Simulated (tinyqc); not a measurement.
Thin-film optics by transfer matrices, step by step. Values are carried at full precision from step to step, so a last printed digit may differ when a step is redone from the rounded ones.

Indices N = n + i k. Snell: N0 sin(theta) = N_j sin(theta_j), with Im(N_j cos theta_j) >= 0. Admittance y_j = N_j cos theta_j for s and N_j/cos theta_j for p. Phase delta_j = 2 pi N_j cos theta_j d_j/lambda. Layer matrix [[cos delta, -i sin delta/y], [-i y sin delta, cos delta]], multiplied from the top down to M. (B, C) = M (1, y_sub); r = (y0 B - C)/(y0 B + C), R = |r|^2, T = 4 Re y0 Re y_sub/|y0 B + C|^2, absorbed in the films 1 - R - T.

Parameters, chosen for this exercise (indices near those of resist, ARC on polySi; not measured data): lam = 193 nm (vacuum wavelength); n0 = 1 (ambient index); n = (1.675, 1.84, 0.989) (n of resist, ARC, substrate); k = (0.019, 0.328, 2.146) (k in the same order); d = (644, 36.5) nm (thicknesses, top first); theta = 0 degrees (angle of incidence); pol = p (polarisation).

## Angles, admittances and phases

Form cos theta_j, y_j and delta_j.

cos theta_j: ambient 1.0000, film 1 1.0000, film 2 1.0000, substrate 1.0000

y_j: ambient 1.0000, film 1 1.6750+0.0190i, film 2 1.8400+0.3280i, substrate 0.9890+2.1460i

delta_j (rad): film 1 35.1175+0.3983i, film 2 2.1864+0.3898i

## Layer matrices and their product

Form each matrix and multiply from the top down.

matrix of film 1:
```
                 1                2
1  -0.9154+0.2172i  -0.2030+0.3449i
2  -0.5913+0.9546i  -0.9154+0.2172i
```

matrix of film 2:
```
                 1                2
1  -0.6219-0.3263i  -0.2041-0.4414i
2  -0.1363-1.6935i  -0.6219-0.3263i
```

M:
```
                1               2
1  1.2519+0.4603i  0.5215+0.2115i
2  1.1719+1.1199i  1.1823+0.2298i
```

Each matrix has determinant 1, and so has M.

## Reflection and transmission

Close the stack on the substrate.

B, C: 1.3138+1.7887i  1.8480+3.8843i

r = -0.3219-0.0852i
R = 0.1109
T into the substrate = 0.0938
absorbed in the films = 0.7953

The bare substrate would reflect 0.5379.

## Checks

- R against the recursion of Airy sums from the substrate up: both 0.11088.

Run: tinyqc, `OMP_NUM_THREADS=1 python tinyqc.py 1650382 1650383 out.jsonl`; Intel(R) Xeon(R) Processor @ 2.30GHz, one thread, shared host; about 0.01 s of CPU time with all checks.
